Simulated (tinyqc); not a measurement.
Pinning factor and decay constant from two barriers.

Problem. phiB = S (phiM - chi) + (1 - S)(Eg - E0) with S = 1/(1 + (1/S0 - 1) exp(-be ti)). Find S0, S at the given thickness and be.

Parameters, values chosen for the exercise; semiconductor values close to those of silicon; interlayer mass of the order of that in zinc oxide, offset chosen freely:
```
symbol  value  unit                                         meaning
Eg       1.08    eV                                        band gap
chi      4.06    eV                               electron affinity
E0       0.36    eV  charge-neutrality level above the valence band
phiM     4.55    eV                             metal work function
```

phiB at ti = 0, 0.4 nm (eV): 0.6556  0.56451553

Solution. Each barrier gives its S by linear interpolation between the pinned and the unpinned value; the ratio of the two values of 1/S - 1 is exp(be ti).

S0 = 0.2800
S = 0.6760
be = 4.200 1/nm

Computed by the program tinyqc: `OMP_NUM_THREADS=1 python tinyqc.py 2270077 2270078 out.jsonl`, one thread of a shared Intel Xeon 2.30GHz, about 0.03 s for the whole run.
